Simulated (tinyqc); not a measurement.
Worked calculation: sputter depth profiling of a dopant layer: erosion rate, quantification and the mixing-roughness response. Computed by tinyqc, a small Python program that keeps every step. Command: `OMP_NUM_THREADS=1 python tinyqc.py 3018440 3018441 out.jsonl sims walk`. One thread of a shared host (Intel(R) Xeon(R) Processor @ 2.30GHz), about 0.08 s of CPU time with the checks. Intermediate numbers are printed to about 6 digits and carried at full precision; extremes and crossings named in words are read from the listed rows.

A rastered ion beam erodes silicon (49.94 atoms per nm^3). The measured profile is the true one convolved with a depth response.

Inputs (values chosen for the exercise, modelled on a dopant in silicon under an oxygen or caesium beam):
```
quantity,value,unit
beam energy E,5,keV
beam current,290,nA
raster side,400,um
sputter yield at 1 keV,1.5,-
mixing length at 1 keV,1.4,nm
roughness sigma,1.3,nm
depth of the top edge z0,57,nm
box width b,2.2,nm
box concentration C,1e+20,1/cm^3
relative sensitivity factor RSF,1.4e+21,1/cm^3
matrix count rate,1.2e+06,1/s
background count rate,3.4,1/s
counting time per point,1,s
level that defines the junction C_B,9e+17,1/cm^3
```

True profile: box.

Constants: e = 1.602176634e-19 C.

## Erosion and sensitivity

Scaling chosen for the exercise: yield Y = Y1 E^0.5, mixing length w = w1 E^0.5 (E in keV). Erosion rate = Y I/(e x raster^2 x density); depth step = rate x counting time; concentration = RSF x counts/matrix counts; detection limit = RSF x 3 sqrt(background x time)/(matrix rate x time).

yield Y = 3.35410

mixing length w = 3.13050 nm

erosion rate = 0.759793 nm/s

depth step = 0.759793 nm

detection limit = 6.45368e+15 1/cm^3

Caution: with so few background counts Poisson statistics, not 3 sqrt(N), set the true limit.

## Measured shape

Mixing alone turns a layer at z0 into (1/w) exp(-(z - z0 + w)/w) for z > z0 - w; roughness adds a Gaussian of width sigma. With x = z - z0 + w: g(x) = (1/(2w)) exp(sigma^2/(2 w^2) - x/w) erfc((sigma/w - x/sigma)/sqrt2), and its integral G(x) = (1/2) erfc(-x/(sigma sqrt2)) - w g(x). Measured: C [G(x) - G(x - b)]. Find the maximum, the full width at half maximum and the deep point where the profile falls to C_B; far down, the trailing edge decays by w ln(10) per decade.

depth of the maximum = 56.5077 nm

peak concentration = 3.46814e+19 1/cm^3

full width at half maximum = 5.36901 nm

apparent junction depth = 68.9456 nm

trailing slope = 7.20823 nm/decade

The true deep edge lies at 59.2 nm, so the junction appears 9.75 nm too deep. The peak reaches 34.7 % of the true concentration.

## Moments

Convolution adds means and variances: the response has mean 0 (shift -w plus exponential mean w) and variance w^2 + sigma^2; a box adds the mean b/2 and the variance b^2/12.

centroid = 58.1 nm

standard deviation = 3.44867 nm

maximum minus centroid = -1.59227 nm

The centroid stays at the true position while the maximum lies nearer the surface, so depth is read from the centroid.

## Points of the profile

Counts = concentration x matrix rate x time/RSF + background x time; relative noise 1/sqrt(counts). Depths are z0 - w + k (w + sigma), k = -0.5, 0, 0.5, 1, 2, 3, 5, 8, 12.

Profile:
```
k,z (nm),measured (1/cm^3),counts,relative noise
-0.5,51.654,6.47999e+17,5.58827e+02,0.042302
0.0,53.870,1.23804e+19,1.06152e+04,0.009706
0.5,56.085,3.39358e+19,2.90913e+04,0.005863
1.0,58.300,2.61286e+19,2.23993e+04,0.006682
2.0,62.730,6.55349e+18,5.62068e+03,0.013338
3.0,67.161,1.59158e+18,1.36761e+03,0.027041
5.0,76.022,9.38731e+16,8.38626e+01,0.109198
8.0,89.313,1.34465e+15,4.55256e+00,0.468676
12.0,107.035,4.67772e+12,3.40401e+00,0.542007
```

## Beam energy: resolution against speed

Width = full width at half maximum; the apparent junction is the deep point where the profile falls to C_B; time to profile to twice z0 = 2 z0/erosion rate, at fixed current.

Measured values:
```
E (keV),w (nm),peak (1/cm^3),width (nm),apparent junction (nm),time (min)
0.15,0.54222,5.69695e+19,3.62531,62.6698,14.4377
0.25,0.70000,5.53270e+19,3.71714,62.9538,11.1834
0.50,0.98995,5.21679e+19,3.90046,63.6126,7.9078
1.00,1.40000,4.78717e+19,4.17325,64.6723,5.5917
2.00,1.97990,4.25812e+19,4.56835,66.1828,3.9539
4.00,2.80000,3.66509e+19,5.13690,68.1877,2.7958
8.00,3.95980,3.05442e+19,5.95814,70.7298,1.9770
```

From the highest to the lowest energy the width goes from 5.96 to 3.63 nm, towards the floor set by roughness and the box width 2.2 nm, and the junction error from 11.5 to 3.47 nm, at 7.3 times the time. Extrapolating the tail slope to zero energy separates mixing from real diffusion. Caution: the surface transient, segregation under the beam and the growth of roughness with depth are left out, and real yields fall faster near the sputter threshold.

Checks made by the program: dose under the measured profile (relative difference below 1e-10).
